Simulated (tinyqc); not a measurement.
# Ideality from Voc and Vmp

Inverse problem. An ideal cell J = Jsc - J0 (exp(V/(n Vt)) - 1) has exp((Voc - Vmp)/(n Vt)) = 1 + Vmp/(n Vt) at maximum power. Find n, J0 and FF.

Parameters, values chosen for the exercise:
```
symbol,value,unit,meaning
T,323,K,temperature
```

Constants: q = 1.602176634e-19 C, kB = 1.380649e-23 J/K, Vt = kB T/q. Results are converted to the units shown.

Jsc = 2.93 mA/cm^2
Voc = 0.64508213 V
Vmp = 0.53810623 V

Solution. With a = n Vt, a ln(1 + Vmp/a) rises steadily with a, so Voc - Vmp fixes it; J0 follows from Voc.

n = 1.440
J0 = 3.000e-10 A/cm^2
FF = 0.7763

Numbers from tinyqc (`OMP_NUM_THREADS=1 python tinyqc.py 2280002 2280003 out.jsonl`; about 0.01 s on one thread of a shared Intel Xeon 2.30GHz).
